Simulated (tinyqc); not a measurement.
Inside a calculation. Method: UHF in the 6-311g basis, for H-, spin multiplicity 1. The basis has no diffuse functions, so it cannot describe the extra electron: this is an exercise in the method, not the real anion. One step of it, computed by the program tinyqc.

Problem. Iteration 1: diagonalisation and new density. Diagonalise F' = X^T F X, C = X C', fill 1 alpha and 1 beta electrons from the bottom; D(s) = C_occ C_occ^T. Each column has its largest component positive (the first on a tie).

F(alpha) (hartree):
```
           1H 1s      1H 2s      1H 3s
1H 1s   1.065203  -0.149649  -0.296507
1H 2s  -0.149649   0.118402   0.023788
1H 3s  -0.296507   0.023788   0.211382
```

F(beta) (hartree):
```
          1H 1s     1H 2s     1H 3s
1H 1s  1.610157  0.525994  0.193593
1H 2s  0.525994  0.706023  0.339305
1H 3s  0.193593  0.339305  0.297226
```

X:
```
           1H 1s      1H 2s      1H 3s
1H 1s   1.366024  -0.728467   0.179565
1H 2s  -0.728467   2.045624  -0.905584
1H 3s   0.179565  -0.905584   1.539843
```

Give: F' = X^T F X; orbital energies; coefficients C; F' = X^T F X; orbital energies; coefficients C; D(alpha) after iteration 1; D(beta) after iteration 1.

Solution.

F' = X^T F X (alpha) (hartree):
```
         1        2        3
1   2.2035  -1.3384  -0.0613
2  -1.3384   1.2007  -0.3319
3  -0.0613  -0.3319   0.4510
```

orbital energies (alpha) (hartree): MO1 0.0394, MO2 0.6773, MO3 3.1386

coefficients C (alpha):
```
          MO1      MO2      MO3
1H 1s  0.2098  -0.0350  -1.5439
1H 2s  0.5087  -1.4066   1.8161
1H 3s  0.4014   1.5827  -0.7466
```

F' = X^T F X (beta) (hartree):
```
         1        2        3
1   2.3482  -0.8701   0.2011
2  -0.8701   1.4833  -0.2944
3   0.2011  -0.2944   0.3254
```

orbital energies (beta) (hartree): MO1 0.2548, MO2 0.9737, MO3 2.9284

coefficients C (beta):
```
           MO1      MO2      MO3
1H 1s   0.0090   0.1150  -1.5542
1H 2s  -0.4001   1.4505   1.8087
1H 3s   1.2831  -0.9486  -0.8229
```

D(alpha) after iteration 1:
```
        1H 1s   1H 2s   1H 3s
1H 1s  0.0440  0.1068  0.0842
1H 2s  0.1068  0.2588  0.2042
1H 3s  0.0842  0.2042  0.1611
```

D(beta) after iteration 1:
```
         1H 1s    1H 2s    1H 3s
1H 1s   0.0001  -0.0036   0.0116
1H 2s  -0.0036   0.1601  -0.5134
1H 3s   0.0116  -0.5134   1.6464
```
